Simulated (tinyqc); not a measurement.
p-type polysilicon, carrier trapping at grain boundaries: effect of the trap density of a grain boundary.

One-dimensional grains of size Lg, uniform ionised doping N, monovalent traps Qt at each boundary at a depth Et below (for electrons) or above (for holes) the band edge there, abrupt depletion of width W on each side of a boundary, Boltzmann statistics. xi is the distance from the band edge at the grain centre to the Fermi level. Trapped charge Qt/(1 + exp((xi + VB - Et)/Vt)) = 2 N W, barrier VB = q N W^2/(2 eps0 eps_r).

If the trap equation with xi = Vt ln(NB/N) has a root W < Lg/2, the grain is partly depleted; otherwise W = Lg/2 and the trap equation gives xi = Et - VB + Vt ln(Qt/(N Lg) - 1). N* = Qt/Lg. n0 = NB exp(-xi/Vt); mean density n0 (1 - 2 W/Lg) by charge balance in a partly depleted grain, and n0 (sqrt(pi)/2) erf(u)/u with u = sqrt(VB/Vt) in a fully depleted one; v = sqrt(kB T/(2 pi ms m0)); barrier resistivity Vt exp(VB/Vt)/(q fe n0 v Lg); grain resistivity (1 - 2 W/Lg)/(q n0 mug); effective mobility 1/(q mean density total resistivity). Rows with xi above 0.45 V, towards mid-gap, are left out, since the other carrier type is ignored.

Values chosen for this exercise; values of the order met in polycrystalline silicon: temperature T = 350 K; relative permittivity eps_r = 11.7; valence-band density of states at T NB = 3.34e19 cm^-3; grain size Lg = 20 nm; depth of the trap level from the majority band edge at the boundary Et = 0.41 eV; mass for thermionic emission ms = 0.31 m0; correction factor of the emission rate fe = 0.12; mobility inside the grains mug = 88 cm^2/(V s); doping N = 1.6e19 cm^-3.

Constants: q = 1.602176634e-19 C, kB = 1.380649e-23 J/K, m0 = 9.1093837015e-31 kg, Vt = kB T/q, eps0 = 8.8541878128e-14 F/cm where lengths are in cm. Results are converted to the units shown.

The same in every row: xi (V) = 0.02220.

Effect of the trap density of a grain boundary:
columns A: Qt (cm^-2); B: N/N*; C: depleted share 2 W/Lg; D: VB (V); E: mean density (cm^-3); F: resistivity (ohm cm); G: effective mobility (cm^2/(V s))
```
A           B         C         D         E        F      G
2e11    160.0  0.006250  4.833e-5  1.590e19  0.01381  28.42
3.4e11  94.12   0.01062  1.397e-4  1.583e19  0.01382  28.52
5.7e11  56.14   0.01781  3.926e-4  1.572e19  0.01387  28.63
9.7e11  32.99   0.03031  0.001137  1.552e19  0.01405  28.63
1.6e12  20.00   0.05000  0.003093  1.520e19  0.01462  28.09
2.8e12  11.43   0.08750  0.009473  1.460e19  0.01691  25.29
4.7e12  6.809    0.1469   0.02669  1.365e19  0.02654  17.23
8e12    4.000    0.2500   0.07732  1.200e19   0.1253  4.151
```

Read the table: what changes, and by how much?

As Qt goes from 2e11 to 8e12, VB rises from 4.83e-5 to 0.0773 V, the resistivity rises from 0.0138 to 0.125 ohm cm and the effective mobility goes from 28.4 through a maximum of 28.6 (at Qt = 5.7e11 among the rows listed) to 4.15 cm^2/(V s). In every row xi is under 2.5 Vt, where Boltzmann statistics begin to fail. For Qt = 2e11, 3.4e11, 5.7e11, 9.7e11, 1.6e12, 2.8e12, 4.7e12 VB is below Vt, where abrupt depletion and thermionic emission are rough.

tinyqc, about 0.01 s, one thread, Intel Xeon 2.30GHz (shared host): `OMP_NUM_THREADS=1 python tinyqc.py 2830301 2830302 out.jsonl`
